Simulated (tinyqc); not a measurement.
Holstein polaron on two sites: one step, computed by the program tinyqc.

One electron on sites 1 and 2: H = -t (c1+ c2 + c2+ c1) + hbar omega sum_i b_i+ b_i - g hbar omega sum_i n_i (b_i + b_i+). The symmetric phonon shifts the energy by -g^2 hbar omega/2 and drops out; with b = (b_1 - b_2)/sqrt(2) there remains H = -t sigma_x + hbar omega b+ b - (g hbar omega/sqrt(2)) sigma_z (b + b+). Parity splits it into blocks p = +1 and -1 over phonon numbers n. Zero-point energies are left out. Weights Z refer to mode b alone; the displaced symmetric mode multiplies the full zero-phonon weight by exp(-g^2/2).

Task: Energy scales. Polaron binding energy E_p = g^2 hbar omega; ratio E_p/t (the adiabatic potential has two wells when it exceeds 1); adiabaticity hbar omega/t.

Inputs (values chosen for the exercise, for a model dimer): hopping t = 20 meV; phonon energy hbar omega = 111 meV; coupling g = 0.439.

Give: E_p; E_p/t; hbar omega/t.

Result:

E_p = 21.39 meV

E_p/t = 1.070

hbar omega/t = 5.55
